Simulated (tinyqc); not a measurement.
# Worked calculation: free and trapped electrons in a MOS channel with a dense trap tail

Computed by the program tinyqc: `OMP_NUM_THREADS=1 python tinyqc.py 2222142 2222143 out.jsonl`, one thread of a shared Intel Xeon 2.30GHz, about 0.02 s for the whole run. Printed values are rounded.

p-type body, charge-sheet picture, full ionisation (an idealisation for deep acceptors), Boltzmann statistics for free electrons. e = Ec - EF at the surface. Acceptor-like traps of density D(E) = D0 + De exp(-E/Ew) at depth E below Ec, from 0 to Eu, hold n_t = integral of D(E)/(1 + exp((e - E)/Vt)). psi = Eg - Vt ln(Nv/Na) - e; N_dep = sqrt(2 eps0 eps_r Na (psi - Vt)/q); n_f = sqrt(N_dep^2 + 2 eps0 eps_r Vt Nc exp(-e/Vt)/q) - N_dep; Vg = Vfb + psi + q (N_dep + n_t + n_f)/Cox, Cox = eps0 eox/tox.

Values chosen for this exercise; band and dielectric values close to those of silicon: temperature T = 400 K; band gap Eg = 1.11 eV; relative permittivity eps_r = 11.9; conduction-band density of states at T Nc = 4.31e19 cm^-3; valence-band density of states at T Nv = 4.1e19 cm^-3; relative permittivity of the insulator eox = 3.9; insulator thickness tox = 59 nm; acceptor density Na = 5.5e16 cm^-3; flat-band voltage without trapped charge Vfb = -0.68 V; constant background density of acceptor-like traps D0 = 6.9e10 cm^-2 eV^-1; density of the tail at the conduction edge De = 1.1e13 cm^-2 eV^-1; decay energy of the tail Ew = 0.06 eV; depth below Ec down to which the traps reach Eu = 1 eV; mobility of free electrons mf = 84 cm^2/(V s); Ec - EF at the surface e = 0.206 eV.

Constants: q = 1.602176634e-19 C, kB = 1.380649e-23 J/K, Vt = kB T/q, eps0 = 8.8541878128e-14 F/cm where lengths are in cm. Results are converted to the units shown.

## Trapped charge

Trapezoid rule on 16 equal steps from 0 to Eu, f = 1/(1 + exp((e - E)/Vt)).

```
point	E (eV)	D(E) f (cm^-2 eV^-1)
0	0	2.802346e10
1	0.0625	6.052426e10
2	0.125	1.252677e11
3	0.1875	2.037753e11
4	0.25	1.872869e11
5	0.3125	1.235550e11
6	0.375	8.956994e10
7	0.4375	7.640057e10
8	0.5	7.162991e10
9	0.5625	6.993075e10
10	0.625	6.932886e10
11	0.6875	6.911611e10
12	0.75	6.904098e10
13	0.8125	6.901446e10
14	0.875	6.900510e10
15	0.9375	6.900180e10
16	1	6.900064e10
```

n_t = 9.193498e10 cm^-2

With 1600 steps n_t = 9.205e10 cm^-2; the coarse value is 0.12 % below it.

## Charges and gate voltage

psi, N_dep, n_f and Vg as defined, with the n_t given; free share n_f/(n_f + n_t); apparent mobility mf n_f/(n_f + n_t); gate voltage spent on traps q n_t/Cox.

psi = 0.6760200 V
N_dep = 6.812468e11 cm^-2
n_f = 3.547658e10 cm^-2
Vg = 2.209697 V
free share = 27.84408 %
apparent mobility = 23.38903 cm^2/(V s)
gate voltage spent on traps = 0.2516691 V
